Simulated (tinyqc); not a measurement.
# Transfer-length model of a contact: two studies

A metal contact of length d and width W on a thin layer of the same width. The metal has no resistance, the sheet resistance under it equals Rsh, and current enters the layer at the front edge x = 0.

Inputs (values chosen for the exercise): sheet resistance of the semiconductor layer Rsh = 130 ohm/sq; specific contact resistivity rc = 1.7e-8 ohm cm^2; contact length d = 0.099 um; contact width W = 2.4 um.

Each table varies one quantity; the others keep the values above.

## Effect of the contact resistivity

Transfer length Lt = sqrt(rc/Rsh); front resistance Rc = (Rsh Lt/W) coth(d/Lt); end resistance Re = (Rsh Lt/W)/sinh(d/Lt).

Result of one run:
```
rc (ohm cm^2)  Lt (um)    d/Lt  Rc W (ohm um)
6.3e-7          0.6961  0.1422          640.6
```

What becomes of these results when the specific contact resistivity rc is changed from 6.3e-7 to 2.5e-8 ohm cm^2, all else the same?

Result of the changed run:
```
rc (ohm cm^2)  Lt (um)    d/Lt  Rc W (ohm um)
2.5e-8          0.1387  0.7139          29.40
```

The whole series:
```
rc (ohm cm^2)  Lt (um)    d/Lt  Rc W (ohm um)
4.2e-10        0.01797   5.508          2.337
9.5e-10        0.02703   3.662          3.519
2.1e-9         0.04019   2.463          5.301
4.8e-9         0.06076   1.629          8.531
1.1e-8         0.09199   1.076          15.10
2.5e-8          0.1387  0.7139          29.40
5.5e-8          0.2057  0.4813          59.78
1.2e-7          0.3038  0.3258          125.5
2.8e-7          0.4641  0.2133          287.1
6.3e-7          0.6961  0.1422          640.6
```

Rc W rises from 2.34 to 641 ohm um, as rc^(0.50) between the first two rows (d/Lt = 5.5) and rc^(0.99) between the last two (d/Lt = 0.14); a long contact gives the power 1/2 and a short one 1. In 1 of the 10 rows Lt is below 20 nm, near the thickness of a real layer, where current spreads in depth and the line model fails.

## Effect of the sheet resistance

Same model as above.

Effect of the sheet resistance:
```
Rsh (ohm/sq)  Lt (um)    d/Lt  Rc W (ohm um)  Re W (ohm um)
4.7            0.6014  0.1646          17.33          17.09
11             0.3931  0.2518          17.53          16.99
25             0.2608  0.3796          17.99          16.77
56             0.1742  0.5682          18.98          16.28
130            0.1144  0.8657          21.26          15.20
290           0.07656   1.293          25.82          13.18
670           0.05037   1.965          35.10          9.646
1500          0.03367   2.941          50.78          5.350
3500          0.02204   4.492          77.16          1.728
```

What does the table show?

Rc W rises from 17.3 to 77.2 ohm um while Re W falls from 17.1 to 1.73 ohm um; for Rsh going to zero both tend to rc/d = 17.2 ohm um. A larger Rsh shortens Lt and crowds the current to the front edge.

Program tinyqc, `OMP_NUM_THREADS=1 python tinyqc.py 2760029 2760030 out.jsonl`; Intel Xeon 2.30GHz, shared host, one thread, about 0.01 s.
